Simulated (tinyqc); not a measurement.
Thermal, flicker and telegraph noise of a field-effect transistor: one step, computed by the program tinyqc. Command: `OMP_NUM_THREADS=1 python tinyqc.py 3024131 3024132 out.jsonl noise walk`. One thread of a shared host (Intel(R) Xeon(R) Processor @ 2.30GHz), about 0.01 s of CPU time with the checks.

Strong inversion, threshold roll-off and channel-length modulation left out; noise sources are uncorrelated and are given as one-sided spectral densities.

Problem. Operating point. C_ox = 3.9 eps_0/t; V_c = 2 v_s L/mu; I = W C_ox v_s V_ov^2/(V_ov + V_c); g_m = W C_ox v_s V_ov (V_ov + 2 V_c)/(V_ov + V_c)^2; g_d0 = mu C_ox (W/L) V_ov.

Inputs (values chosen for the exercise, modelled on a silicon n-channel): width W = 140 micrometre; length L = 2000 nm; electrical oxide thickness t = 4.1 nm; mobility mu = 440 cm^2/(V s); saturation velocity v_s = 0.8 1e7 cm/s; overdrive V_ov = 0.61 V.

Operating region: saturation. Flicker model: number fluctuation.

Constants: eps_0 = 8.8541878128e-12 F/m.

Give: C_ox; drain current I; g_m; g_d0.

Solution.

C_ox = 0.8422 microfarad/cm^2

drain current I = 4453 microampere

g_m = 14034 microsiemens

g_d0 = 15824 microsiemens
